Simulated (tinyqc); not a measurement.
## Trap density and scattering coefficient from 1/f noise

Problem. f S = K0 (1 + ac mu Cox I/gm)^2 with K0 = q^2 Vt lt Nt/(W L Cox^2), Vt in eV and Nt per eV. Find K0, Nt and ac.

Inputs (values chosen for the exercise): temperature T = 400 K; gate length L = 350 nm; total gate width W = 5 um; gate capacitance Cox = 1.93 uF/cm^2; mobility mu = 190 cm^2/(V s); tunnelling length into the oxide lt = 0.1 nm.

Constants: q = 1.602176634e-19 C, kB = 1.380649e-23 J/K, Vt = kB T/q. Results are converted to the units shown.

I/gm at two biases (V): 0.0489985039  0.229099726
f S at these biases (V^2): 2.41225089e-10  3.40449158e-10

Answer. sqrt(f S) is linear in I/gm: the intercept is sqrt(K0), and slope over intercept is ac mu Cox.

K0 = 2.172e-10 V^2
Nt = 1.600e18 cm^-3 eV^-1
ac = 3000 V s/C

Program tinyqc, `OMP_NUM_THREADS=1 python tinyqc.py 2150001 2150002 out.jsonl`; Intel Xeon 2.30GHz, shared host, one thread, about 0.01 s.
